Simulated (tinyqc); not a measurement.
Thermionic emission over a Gaussian spread of barriers: effect of the spread.

Metal on an n-type semiconductor with one parabolic valley; V > 0 is forward bias (metal positive). Patches of barrier height b are spread as a Gaussian with mean phi - r2 V and variance sg^2 + r3 V; each carries A* T^2 exp(-b/Vt) [exp(V/Vt) - 1].

A* = 4 pi q me m0 kB^2/h^3 (times 1e-4 for A/(cm^2 K^2)). At zero bias the mean of exp(-b/Vt) gives phi_ap(0) = phi - sg^2/(2 Vt), J0 = A* T^2 exp(-phi_ap(0)/Vt), and the current is centred on b = phi - sg^2/Vt.

Inputs (values chosen for the exercise); band and dielectric values those of a made-up semiconductor: temperature T = 400 K; electron mass me = 0.119 m0; barrier height seen from the metal phi = 1.26 eV.

Constants: q = 1.602176634e-19 C, kB = 1.380649e-23 J/K, h = 6.62607015e-34 J s, m0 = 9.1093837015e-31 kg, Vt = kB T/q. Results are converted to the units shown.

Result of one run:
```
sg (eV),phi_ap(0) (eV),J0 (A/cm^2),barrier that carries most current (eV)
0.04,1.2368,5.9785e-10,1.2136
```

What becomes of these results when the standard deviation of the barrier heights sg is changed from 0.04 to 0.06 eV, all else the same?

Result of the changed run:
```
sg (eV),phi_ap(0) (eV),J0 (A/cm^2),barrier that carries most current (eV)
0.06,1.2078,1.3871e-9,1.1556
```

The whole series:
```
sg (eV),phi_ap(0) (eV),J0 (A/cm^2),barrier that carries most current (eV)
0.02,1.2542,3.6081e-10,1.2484
0.04,1.2368,5.9785e-10,1.2136
0.06,1.2078,1.3871e-9,1.1556
0.08,1.1672,4.5067e-9,1.0743
0.1,1.1149,2.0502e-8,0.96989
0.12,1.0511,1.3061e-7,0.84224
0.14,0.97569,1.1650e-6,0.69138
```

The apparent barrier falls from 1.25 to 0.976 eV, by sg^2/(2 Vt), and J0 grows by a factor of 3230 over the table. The lowering equals Vt at sg = sqrt(2) Vt = 0.0487 eV. In 2 of the 7 rows sg exceeds 3 Vt, so the current comes from more than three deviations below the mean, a tiny share of the area that a Gaussian of independent patches describes poorly.

Computed by the program tinyqc: `OMP_NUM_THREADS=1 python tinyqc.py 2640154 2640155 out.jsonl`, one thread of a shared Intel Xeon 2.30GHz, about 0.01 s for the whole run.
